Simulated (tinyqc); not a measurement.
One-electron ion in a basis of Gaussians, step by step. Computed by tinyqc, a small Python program that keeps every step. Settings: Z = 6, l = 0. Command: `OMP_NUM_THREADS=1 python tinyqc.py 22677 22678 out.jsonl` (the two numbers bound the seeds that draw the settings). One thread of a shared host (Intel(R) Xeon(R) Processor @ 2.60GHz), about 0.01 s of CPU time with the checks.

## Matrices over normalised Gaussians

exponents of r^l exp(-a r^2) (1/bohr^2): 1.11100  1.77700  2.84200  4.54600  7.27100

Z = 6

l = 0

With p = a_i + a_j and I(k) = Gamma((k+1)/2) / (2 p^((k+1)/2)): S = I(2l+2), T = (2l+3) a_i a_j S / p, V = -Z I(2l+1), each divided by sqrt(S_ii S_jj).

S:
```
         1        2        3        4        5
1  1.00000  0.95984  0.85243  0.70823  0.55848
2  0.95984  1.00000  0.95986  0.85241  0.70823
3  0.85243  0.95986  1.00000  0.95983  0.85239
4  0.70823  0.85241  0.95983  1.00000  0.95985
5  0.55848  0.70823  0.85239  0.95985  1.00000
```

T (hartree):
```
         1        2        3        4         5
1  1.66650  1.96846  2.04264  1.89693   1.61468
2  1.96846  2.66550  3.14841  3.26710   3.03408
3  2.04264  3.14841  4.26300  5.03550   5.22514
4  1.89693  3.26710  5.03550  6.81900   8.05452
5  1.61468  3.03408  5.22514  8.05452  10.90650
```

V (hartree):
```
           1          2          3          4          5
1  -10.09203  -11.04346  -11.47435  -11.40441  -10.94674
2  -11.04346  -12.76336  -13.96648  -14.51162  -14.42314
3  -11.47435  -13.96648  -16.14111  -17.66300  -18.35207
4  -11.40441  -14.51162  -17.66300  -20.41437  -22.33890
5  -10.94674  -14.42314  -18.35207  -22.33890  -25.81775
```

## Generalised eigenproblem

H = T + V (hartree):
```
          1          2          3          4          5
1  -8.42553   -9.07500   -9.43171   -9.50748   -9.33206
2  -9.07500  -10.09786  -10.81807  -11.24451  -11.38906
3  -9.43171  -10.81807  -11.87811  -12.62750  -13.12692
4  -9.50748  -11.24451  -12.62750  -13.59537  -14.28438
5  -9.33206  -11.38906  -13.12692  -14.28438  -14.91125
```

Solve H C = S C e through S^(-1/2); each column has its largest component positive (the first on a tie).

eigenvalues of S: 0.00012  0.00317  0.05022  0.58595  4.36054

eigenvalues (hartree): -15.68250  -4.08438  -0.03117  8.79414  22.46697

coefficients:
```
          1         2          3          4          5
1   0.97696   2.51858   -9.24594    8.56206    7.64400
2  -3.52415  -1.76931   21.29080  -26.71620  -30.33240
3   6.11990  -0.41362  -18.99696   30.50214   51.05458
4  -5.31238   1.30019    9.78637  -13.15748  -42.45736
5   2.82038  -1.12790   -3.12646    0.78805   14.31325
```

For Z = 6 and l = 0 the exact lowest level is -Z^2/(2 n^2) with n = l + 1: -18.000000 hartree. The basis is nearly linearly dependent, so rounded matrices do not reproduce these digits.
